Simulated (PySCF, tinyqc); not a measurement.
Worked calculation (part 1 of 2): RHF in the 3-21g basis, for H3+, spin multiplicity 1. The lowest restricted solution is unstable here: a spin-polarised one lies 0.0018 hartree lower (PySCF). Computed by tinyqc, a small Python program that keeps every step (integrals from PySCF). Settings: charge = 1, multiplicity = 1, basis = 3-21g, energy threshold = 1e-08, iteration cap = 54, orthogonalisation = symmetric, start = core, DIIS depth = 6, method = RHF. Command: `OMP_NUM_THREADS=1 python tinyqc.py 20810 20811 out.jsonl` (the two numbers bound the seeds that draw the settings). One thread of a shared host (Intel(R) Xeon(R) Processor @ 2.60GHz), about 0.08 s of CPU time with the checks. Later iterations appear only in the table of the cycle.

## One-electron integrals

Geometry (angstrom):
```
atom        x        y        z
H     0.00000  0.00000  0.00000
H     0.00000  0.00000  1.49900
H     0.00000  1.46200  0.33300
```

Basis 3-21g: exponents (1/bohr^2) and contraction coefficients of normalised primitives:
```
element  l (shell)  exponent  coefficient
H            s (1)   5.44718      0.15628
H            s (1)   0.82455      0.90469
H            s (2)   0.18319      1.00000
```

Overlap, kinetic and nuclear-attraction integrals over the contracted functions; the nuclear repulsion is the sum of Za Zb / Rab.

nuclear repulsion = 0.9889141 hartree

overlap S:
```
         1H 1s    1H 2s    2H 1s    2H 2s    3H 1s    3H 2s
1H 1s  1.00000  0.64590  0.03044  0.19205  0.03038  0.19191
1H 2s  0.64590  1.00000  0.19205  0.47951  0.19191  0.47930
2H 1s  0.03044  0.19205  1.00000  0.64590  0.00477  0.09790
2H 2s  0.19205  0.47951  0.64590  1.00000  0.09790  0.31859
3H 1s  0.03038  0.19191  0.00477  0.09790  1.00000  0.64590
3H 2s  0.19191  0.47930  0.09790  0.31859  0.64590  1.00000
```

kinetic energy T (hartree):
```
          1H 1s    1H 2s     2H 1s     2H 2s     3H 1s     3H 2s
1H 1s   1.54940  0.29315  -0.04769   0.01662  -0.04765   0.01657
1H 2s   0.29315  0.27479   0.01662   0.06720   0.01657   0.06713
2H 1s  -0.04769  0.01662   1.54940   0.29315  -0.01452  -0.01142
2H 2s   0.01662  0.06720   0.29315   0.27479  -0.01142   0.02079
3H 1s  -0.04765  0.01657  -0.01452  -0.01142   1.54940   0.29315
3H 2s   0.01657  0.06713  -0.01142   0.02079   0.29315   0.27479
```

nuclear attraction V (hartree):
```
          1H 1s     1H 2s     2H 1s     2H 2s     3H 1s     3H 2s
1H 1s  -2.42685  -1.23860  -0.05374  -0.36399  -0.05363  -0.36372
1H 2s  -1.23860  -1.37814  -0.35374  -0.68912  -0.35345  -0.68879
2H 1s  -0.05374  -0.35374  -2.35692  -1.19344  -0.00757  -0.17603
2H 2s  -0.36399  -0.68912  -1.19344  -1.31289  -0.17602  -0.44911
3H 1s  -0.05363  -0.35345  -0.00757  -0.17602  -2.35681  -1.19337
3H 2s  -0.36372  -0.68879  -0.17603  -0.44911  -1.19337  -1.31280
```

core Hamiltonian H = T + V (hartree):
```
          1H 1s     1H 2s     2H 1s     2H 2s     3H 1s     3H 2s
1H 1s  -0.87745  -0.94545  -0.10144  -0.34737  -0.10127  -0.34715
1H 2s  -0.94545  -1.10335  -0.33712  -0.62192  -0.33688  -0.62166
2H 1s  -0.10144  -0.33712  -0.80751  -0.90029  -0.02209  -0.18745
2H 2s  -0.34737  -0.62192  -0.90029  -1.03810  -0.18744  -0.42832
3H 1s  -0.10127  -0.33688  -0.02209  -0.18744  -0.80741  -0.90022
3H 2s  -0.34715  -0.62166  -0.18745  -0.42832  -0.90022  -1.03801
```

## Two-electron integrals

Functions are numbered as in S; the eight-fold symmetry (ij|kl) = (ji|kl) = (kl|ij) leaves the list below.

Two-electron integrals (ij|kl) in chemists' order, unique and non-zero (hartree):
```
(11|11) 1.14014    (21|11) 0.61140    (21|21) 0.34515    (22|11) 0.62637
(22|21) 0.38033    (22|22) 0.48296    (31|11) 0.02030    (31|21) 0.01241
(31|22) 0.01564    (31|31) 0.00095    (32|11) 0.08168    (32|21) 0.05220
(32|22) 0.07517    (32|31) 0.00445    (32|32) 0.03017    (33|11) 0.35295
(33|21) 0.22774    (33|22) 0.34368    (33|31) 0.02030    (33|32) 0.17122
(33|33) 1.14014    (41|11) 0.17122    (41|21) 0.09797    (41|22) 0.11044
(41|31) 0.00445    (41|32) 0.01881    (41|33) 0.08168    (41|41) 0.03017
(42|11) 0.24835    (42|21) 0.15392    (42|22) 0.20609    (42|31) 0.00901
(42|32) 0.05021    (42|33) 0.24835    (42|41) 0.05021    (42|42) 0.11105
(43|11) 0.22774    (43|21) 0.14668    (43|22) 0.21961    (43|31) 0.01241
(43|32) 0.09797    (43|33) 0.61140    (43|41) 0.05220    (43|42) 0.15392
(43|43) 0.34515    (44|11) 0.34368    (44|21) 0.21961    (44|22) 0.32251
(44|31) 0.01564    (44|32) 0.11044    (44|33) 0.62637    (44|41) 0.07517
(44|42) 0.20609    (44|43) 0.38033    (44|44) 0.48296    (51|11) 0.02025
(51|21) 0.01238    (51|22) 0.01560    (51|31) 0.00051    (51|32) 0.00237
(51|33) 0.01057    (51|41) 0.00371    (51|42) 0.00683    (51|43) 0.00682
(51|44) 0.01030    (51|51) 0.00094    (52|11) 0.08160    (52|21) 0.05215
(52|22) 0.07510    (52|31) 0.00237    (52|32) 0.01261    (52|33) 0.05909
(52|41) 0.01584    (52|42) 0.03489    (52|43) 0.03814    (52|44) 0.05810
(52|51) 0.00444    (52|52) 0.03013    (53|11) 0.00215    (53|21) 0.00137
(53|22) 0.00197    (53|31) 0.00010    (53|32) 0.00055    (53|33) 0.00265
(53|41) 0.00048    (53|42) 0.00118    (53|43) 0.00167    (53|44) 0.00224
(53|51) 0.00010    (53|52) 0.00055    (53|53) 2.33e-05   (54|11) 0.03909
(54|21) 0.02506    (54|22) 0.03663    (54|31) 0.00128    (54|32) 0.00710
(54|33) 0.03363    (54|41) 0.00790    (54|42) 0.01850    (54|43) 0.02167
(54|44) 0.03255    (54|51) 0.00209    (54|52) 0.01472    (54|53) 0.00033
(54|54) 0.00780    (55|11) 0.35285    (55|21) 0.22767    (55|22) 0.34359
(55|31) 0.01059    (55|32) 0.05913    (55|33) 0.28298    (55|41) 0.06929
(55|42) 0.16285    (55|43) 0.18276    (55|44) 0.28137    (55|51) 0.02025
(55|52) 0.17109    (55|53) 0.00265    (55|54) 0.08451    (55|55) 1.14014
(61|11) 0.17109    (61|21) 0.09789    (61|22) 0.11036    (61|31) 0.00371
(61|32) 0.01584    (61|33) 0.06926    (61|41) 0.02832    (61|42) 0.04591
(61|43) 0.04458    (61|44) 0.06648    (61|51) 0.00444    (61|52) 0.01878
(61|53) 0.00048    (61|54) 0.00896    (61|55) 0.08160    (61|61) 0.03013
(62|11) 0.24822    (62|21) 0.15384    (62|22) 0.20598    (62|31) 0.00684
(62|32) 0.03490    (62|33) 0.16281    (62|41) 0.04591    (62|42) 0.09302
(62|43) 0.10409    (62|44) 0.15318    (62|51) 0.00899    (62|52) 0.05015
(62|53) 0.00117    (62|54) 0.02463    (62|55) 0.24822    (62|61) 0.05015
(62|62) 0.11095    (63|11) 0.03910    (63|21) 0.02507    (63|22) 0.03664
(63|31) 0.00209    (63|32) 0.01473    (63|33) 0.08451    (63|41) 0.00897
(63|42) 0.02464    (63|43) 0.04869    (63|44) 0.05556    (63|51) 0.00127
(63|52) 0.00709    (63|53) 0.00033    (63|54) 0.00411    (63|55) 0.03363
(63|61) 0.00790    (63|62) 0.01849    (63|63) 0.00780    (64|11) 0.13199
(64|21) 0.08339    (64|22) 0.11795    (64|31) 0.00498    (64|32) 0.02973
(64|33) 0.15042    (64|41) 0.02731    (64|42) 0.06565    (64|43) 0.09404
(64|44) 0.12895    (64|51) 0.00497    (64|52) 0.02971    (64|53) 0.00094
(64|54) 0.01634    (64|55) 0.15042    (64|61) 0.02729    (64|62) 0.06563
(64|63) 0.01634    (64|64) 0.04902    (65|11) 0.22767    (65|21) 0.14664
(65|22) 0.21956    (65|31) 0.00683    (65|32) 0.03816    (65|33) 0.18276
(65|41) 0.04460    (65|42) 0.10412    (65|43) 0.11801    (65|44) 0.18108
(65|51) 0.01238    (65|52) 0.09789    (65|53) 0.00167    (65|54) 0.04869
(65|55) 0.61140    (65|61) 0.05215    (65|62) 0.15384    (65|63) 0.02167
(65|64) 0.09404    (65|65) 0.34515    (66|11) 0.34359    (66|21) 0.21956
(66|22) 0.32245    (66|31) 0.01031    (66|32) 0.05813    (66|33) 0.28137
(66|41) 0.06651    (66|42) 0.15322    (66|43) 0.18108    (66|44) 0.27380
(66|51) 0.01560    (66|52) 0.11036    (66|53) 0.00224    (66|54) 0.05556
(66|55) 0.62637    (66|61) 0.07510    (66|62) 0.20598    (66|63) 0.03255
(66|64) 0.12895    (66|65) 0.38033    (66|66) 0.48296
```

## Orthogonalisation

S = U s U^T; symmetric (Loewdin) form X = U s^(-1/2) U^T, so that X^T S X = 1.

eigenvalues of S: 0.22320  0.26829  0.39932  1.19866  1.40834  2.50218

X:
```
          1H 1s     1H 2s     2H 1s     2H 2s     3H 1s     3H 2s
1H 1s   1.24932  -0.50521   0.03061   0.02927   0.03059   0.02930
1H 2s  -0.50521   1.49093   0.01770  -0.30560   0.01772  -0.30542
2H 1s   0.03061   0.01770   1.24362  -0.48686   0.00673   0.03612
2H 2s   0.02927  -0.30560  -0.48686   1.39531   0.03610  -0.14113
3H 1s   0.03059   0.01772   0.00673   0.03610   1.24361  -0.48685
3H 2s   0.02930  -0.30542   0.03612  -0.14113  -0.48685   1.39518
```

## Starting guess

The start is the orbitals of the core Hamiltonian; D = 2 C_occ C_occ^T.

D at the start:
```
         1H 1s    1H 2s    2H 1s    2H 2s    3H 1s    3H 2s
1H 1s  0.16017  0.21444  0.10299  0.13669  0.10289  0.13659
1H 2s  0.21444  0.28708  0.13788  0.18300  0.13775  0.18287
2H 1s  0.10299  0.13788  0.06622  0.08789  0.06616  0.08783
2H 2s  0.13669  0.18300  0.08789  0.11665  0.08781  0.11657
3H 1s  0.10289  0.13775  0.06616  0.08781  0.06610  0.08775
3H 2s  0.13659  0.18287  0.08783  0.11657  0.08775  0.11649
```

## Iteration 1: building the Fock matrix

J_ij = sum D_kl (ij|kl), K_ij = sum D_kl (ik|jl); F = H + J - 0.5 K; E = tr D H + tr D J / 2 - 0.25 tr D K + E_nn.

Coulomb J (hartree):
```
         1H 1s    1H 2s    2H 1s    2H 2s    3H 1s    3H 2s
1H 1s  1.20483  0.71640  0.03349  0.21643  0.03341  0.21627
1H 2s  0.71640  0.89946  0.18052  0.43007  0.18031  0.42982
2H 1s  0.03349  0.18052  0.91018  0.55868  0.00476  0.09103
2H 2s  0.21643  0.43007  0.55868  0.75656  0.09100  0.27245
3H 1s  0.03341  0.18031  0.00476  0.09100  0.90969  0.55841
3H 2s  0.21627  0.42982  0.09103  0.27245  0.55841  0.75630
```

exchange K (hartree):
```
         1H 1s    1H 2s    2H 1s    2H 2s    3H 1s    3H 2s
1H 1s  0.74100  0.67697  0.21365  0.38359  0.21342  0.38335
1H 2s  0.67697  0.73793  0.30471  0.48645  0.30438  0.48614
2H 1s  0.21365  0.30471  0.35855  0.36132  0.11885  0.21228
2H 2s  0.38359  0.48645  0.36132  0.45592  0.21218  0.34631
3H 1s  0.21342  0.30438  0.11885  0.21218  0.35800  0.36084
3H 2s  0.38335  0.48614  0.21228  0.34631  0.36084  0.45545
```

Fock matrix F (hartree):
```
          1H 1s     1H 2s     2H 1s     2H 2s     3H 1s     3H 2s
1H 1s  -0.04312  -0.56753  -0.17478  -0.32273  -0.17457  -0.32255
1H 2s  -0.56753  -0.57285  -0.30895  -0.43507  -0.30876  -0.43490
2H 1s  -0.17478  -0.30895  -0.07660  -0.52227  -0.07676  -0.20256
2H 2s  -0.32273  -0.43507  -0.52227  -0.50951  -0.20253  -0.32903
3H 1s  -0.17457  -0.30876  -0.07676  -0.20253  -0.07671  -0.52223
3H 2s  -0.32255  -0.43490  -0.20256  -0.32903  -0.52223  -0.50944
```

total energy of this density = -1.1064733 hartree

## Iteration 1: diagonalisation and new density

Diagonalise F' = X^T F X, C = X C', fill 1 alpha and 1 beta electrons from the bottom; D = 2 C_occ C_occ^T. Each column has its largest component positive (the first on a tie).

F' = X^T F X (hartree):
```
          1         2         3         4         5         6
1   0.46948  -0.65702  -0.00851  -0.10114  -0.00842  -0.10105
2  -0.65702  -0.00339  -0.10775  -0.15764  -0.10766  -0.15759
3  -0.00851  -0.10775   0.37366  -0.58989   0.00914  -0.03979
4  -0.10114  -0.15764  -0.58989  -0.03548  -0.03979  -0.12337
5  -0.00842  -0.10766   0.00914  -0.03979   0.37345  -0.58982
6  -0.10105  -0.15759  -0.03979  -0.12337  -0.58982  -0.03556
```

orbital energies (hartree): MO1 -0.81881, MO2 -0.34105, MO3 -0.22291, MO4 0.77660, MO5 0.79331, MO6 0.95503

coefficients C:
```
           MO1       MO2       MO3       MO4       MO5       MO6
1H 1s  0.21019  -0.00020   0.23662  -0.43714   0.00308   1.23626
1H 2s  0.35206  -0.00054   0.88981   0.72213  -0.00487  -1.10824
2H 1s  0.17721  -0.24602  -0.14170   0.84116  -0.92229   0.34067
2H 2s  0.29124  -0.62895  -0.51308  -0.78853   0.96457  -0.05965
3H 1s  0.17715   0.24633  -0.14136   0.85260   0.91190   0.34010
3H 2s  0.29118   0.62973  -0.51182  -0.80045  -0.95466  -0.05910
```

D after iteration 1:
```
         1H 1s    1H 2s    2H 1s    2H 2s    3H 1s    3H 2s
1H 1s  0.08836  0.14800  0.07450  0.12243  0.07447  0.12241
1H 2s  0.14800  0.24789  0.12478  0.20507  0.12474  0.20502
2H 1s  0.07450  0.12478  0.06281  0.10322  0.06279  0.10320
2H 2s  0.12243  0.20507  0.10322  0.16964  0.10319  0.16961
3H 1s  0.07447  0.12474  0.06279  0.10319  0.06277  0.10317
3H 2s  0.12241  0.20502  0.10320  0.16961  0.10317  0.16957
```

## Iteration 2: building the Fock matrix

As before.

Coulomb J (hartree):
```
         1H 1s    1H 2s    2H 1s    2H 2s    3H 1s    3H 2s
1H 1s  1.08728  0.65679  0.03247  0.20140  0.03240  0.20125
1H 2s  0.65679  0.85140  0.18220  0.42075  0.18203  0.42054
2H 1s  0.03247  0.18220  0.93446  0.57165  0.00482  0.09265
2H 2s  0.20140  0.42075  0.57165  0.76670  0.09264  0.27404
3H 1s  0.03240  0.18203  0.00482  0.09264  0.93420  0.57150
3H 2s  0.20125  0.42054  0.09265  0.27404  0.57150  0.76656
```

exchange K (hartree):
```
         1H 1s    1H 2s    2H 1s    2H 2s    3H 1s    3H 2s
1H 1s  0.56703  0.56003  0.19989  0.34580  0.19976  0.34565
1H 2s  0.56003  0.66987  0.31337  0.48559  0.31318  0.48539
2H 1s  0.19989  0.31337  0.39697  0.40084  0.13213  0.23371
2H 2s  0.34580  0.48559  0.40084  0.50047  0.23367  0.37586
3H 1s  0.19976  0.31318  0.13213  0.23367  0.39671  0.40059
3H 2s  0.34565  0.48539  0.23371  0.37586  0.40059  0.50020
```

Fock matrix F (hartree):
```
          1H 1s     1H 2s     2H 1s     2H 2s     3H 1s     3H 2s
1H 1s  -0.07368  -0.56868  -0.16891  -0.31887  -0.16875  -0.31872
1H 2s  -0.56868  -0.58688  -0.31160  -0.44396  -0.31145  -0.44382
2H 1s  -0.16891  -0.31160  -0.07154  -0.52906  -0.08333  -0.21165
2H 2s  -0.31887  -0.44396  -0.52906  -0.52163  -0.21164  -0.34220
3H 1s  -0.16875  -0.31145  -0.08333  -0.21164  -0.07156  -0.52901
3H 2s  -0.31872  -0.44382  -0.21165  -0.34220  -0.52901  -0.52156
```

total energy of this density = -1.1232459 hartree

## Iteration 2: DIIS over 2 matrices

error matrix X^T (FDS - SDF) X:
```
          1         2         3         4         5        6
1   0.00000   0.00733   0.00118   0.00857   0.00118  0.00858
2  -0.00733   0.00000  -0.00431   0.00351  -0.00430  0.00352
3  -0.00118   0.00431   0.00000   0.00560   0.00000  0.00561
4  -0.00857  -0.00351  -0.00560   0.00000  -0.00560  0.00001
5  -0.00118   0.00430   0.00000   0.00560   0.00000  0.00560
6  -0.00858  -0.00352  -0.00561  -0.00001  -0.00560  0.00000
```

B (overlaps of the stored error matrices):
```
               1              2
1  6.9853328e-02  6.4593048e-03
2  6.4593048e-03  7.8172393e-04
```

Minimise |sum c_i e_i|^2 with sum c_i = 1: solve [B -1; -1 0][c; lambda] = [0; -1] with B_ij = tr e_i^T e_j, and take F = sum c_i F_i.

DIIS coefficients: -0.09837  1.09837

extrapolated F (hartree):
```
          1H 1s     1H 2s     2H 1s     2H 2s     3H 1s     3H 2s
1H 1s  -0.07669  -0.56879  -0.16833  -0.31849  -0.16818  -0.31834
1H 2s  -0.56879  -0.58826  -0.31187  -0.44484  -0.31171  -0.44469
2H 1s  -0.16833  -0.31187  -0.07104  -0.52973  -0.08398  -0.21255
2H 2s  -0.31849  -0.44484  -0.52973  -0.52283  -0.21254  -0.34350
3H 1s  -0.16818  -0.31171  -0.08398  -0.21254  -0.07106  -0.52968
3H 2s  -0.31834  -0.44469  -0.21255  -0.34350  -0.52968  -0.52275
```

## Iteration 2: diagonalisation and new density

As before.

F' = X^T F X (hartree):
```
          1         2         3         4         5         6
1   0.41700  -0.63344  -0.00246  -0.09689  -0.00240  -0.09683
2  -0.63344  -0.02924  -0.10668  -0.16189  -0.10661  -0.16186
3  -0.00246  -0.10668   0.38802  -0.59897   0.00693  -0.04518
4  -0.09689  -0.16189  -0.59897  -0.04120  -0.04519  -0.13122
5  -0.00240  -0.10661   0.00693  -0.04519   0.38796  -0.59893
6  -0.09683  -0.16186  -0.04518  -0.13122  -0.59893  -0.04123
```

orbital energies (hartree): MO1 -0.83364, MO2 -0.33703, MO3 -0.24093, MO4 0.77801, MO5 0.80810, MO6 0.90681

coefficients C:
```
           MO1       MO2       MO3       MO4       MO5       MO6
1H 1s  0.20402  -0.00016   0.25152  -0.69510   0.00103   1.10976
1H 2s  0.34933  -0.00038   0.87859   0.95309  -0.00130  -0.92901
2H 1s  0.17364  -0.24116  -0.14058   0.75053  -0.91902   0.51986
2H 2s  0.29746  -0.63416  -0.50845  -0.76374   0.95697  -0.22609
3H 1s  0.17359   0.24137  -0.14031   0.75241   0.91781   0.51926
3H 2s  0.29742   0.63477  -0.50746  -0.76559  -0.95552  -0.22549
```

D after iteration 2:
```
         1H 1s    1H 2s    2H 1s    2H 2s    3H 1s    3H 2s
1H 1s  0.08325  0.14254  0.07085  0.12138  0.07083  0.12136
1H 2s  0.14254  0.24407  0.12132  0.20783  0.12128  0.20780
2H 1s  0.07085  0.12132  0.06030  0.10331  0.06029  0.10329
2H 2s  0.12138  0.20783  0.10331  0.17697  0.10327  0.17694
3H 1s  0.07083  0.12128  0.06029  0.10327  0.06027  0.10326
3H 2s  0.12136  0.20780  0.10329  0.17694  0.10326  0.17691
```

## Iteration 3: building the Fock matrix

As before.

Coulomb J (hartree):
```
         1H 1s    1H 2s    2H 1s    2H 2s    3H 1s    3H 2s
1H 1s  1.07828  0.65219  0.03237  0.20023  0.03230  0.20008
1H 2s  0.65219  0.84758  0.18210  0.41985  0.18193  0.41964
2H 1s  0.03237  0.18210  0.93444  0.57178  0.00483  0.09267
2H 2s  0.20023  0.41985  0.57178  0.76692  0.09265  0.27403
3H 1s  0.03230  0.18193  0.00483  0.09265  0.93420  0.57165
3H 2s  0.20008  0.41964  0.09267  0.27403  0.57165  0.76679
```

exchange K (hartree):
```
         1H 1s    1H 2s    2H 1s    2H 2s    3H 1s    3H 2s
1H 1s  0.55396  0.55111  0.19801  0.34274  0.19788  0.34259
1H 2s  0.55111  0.66475  0.31287  0.48554  0.31269  0.48535
2H 1s  0.19801  0.31287  0.39661  0.40217  0.13232  0.23466
2H 2s  0.34274  0.48554  0.40217  0.50388  0.23463  0.37837
3H 1s  0.19788  0.31269  0.13232  0.23463  0.39637  0.40195
3H 2s  0.34259  0.48535  0.23466  0.37837  0.40195  0.50364
```

Fock matrix F (hartree):
```
          1H 1s     1H 2s     2H 1s     2H 2s     3H 1s     3H 2s
1H 1s  -0.07614  -0.56882  -0.16807  -0.31851  -0.16791  -0.31837
1H 2s  -0.56882  -0.58815  -0.31146  -0.44483  -0.31130  -0.44469
2H 1s  -0.16807  -0.31146  -0.07138  -0.52960  -0.08343  -0.21211
2H 2s  -0.31851  -0.44483  -0.52960  -0.52312  -0.21210  -0.34347
3H 1s  -0.16791  -0.31130  -0.08343  -0.21210  -0.07139  -0.52955
3H 2s  -0.31837  -0.44469  -0.21211  -0.34347  -0.52955  -0.52304
```

total energy of this density = -1.1234090 hartree

## Iteration 3: DIIS over 3 matrices

error matrix X^T (FDS - SDF) X:
```
          1         2         3        4         5        6
1   0.00000   0.00005  -0.00025  0.00029  -0.00025  0.00029
2  -0.00005   0.00000  -0.00043  0.00039  -0.00044  0.00039
3   0.00025   0.00043   0.00000  0.00059   0.00000  0.00059
4  -0.00029  -0.00039  -0.00059  0.00000  -0.00059  0.00000
5   0.00025   0.00044   0.00000  0.00059   0.00000  0.00059
6  -0.00029  -0.00039  -0.00059  0.00000  -0.00059  0.00000
```

B (overlaps of the stored error matrices):
```
               1              2              3
1  6.9853328e-02  6.4593048e-03  2.4321719e-04
2  6.4593048e-03  7.8172393e-04  4.9111264e-05
3  2.4321719e-04  4.9111264e-05  4.7700218e-06
```

As before.

DIIS coefficients: 0.01134  -0.16615  1.15481

extrapolated F (hartree):
```
          1H 1s     1H 2s     2H 1s     2H 2s     3H 1s     3H 2s
1H 1s  -0.07618  -0.56882  -0.16800  -0.31850  -0.16785  -0.31836
1H 2s  -0.56882  -0.58819  -0.31140  -0.44487  -0.31125  -0.44472
2H 1s  -0.16800  -0.31140  -0.07141  -0.52960  -0.08337  -0.21208
2H 2s  -0.31850  -0.44487  -0.52960  -0.52321  -0.21207  -0.34352
3H 1s  -0.16785  -0.31125  -0.08337  -0.21207  -0.07142  -0.52956
3H 2s  -0.31836  -0.44472  -0.21208  -0.34352  -0.52956  -0.52314
```
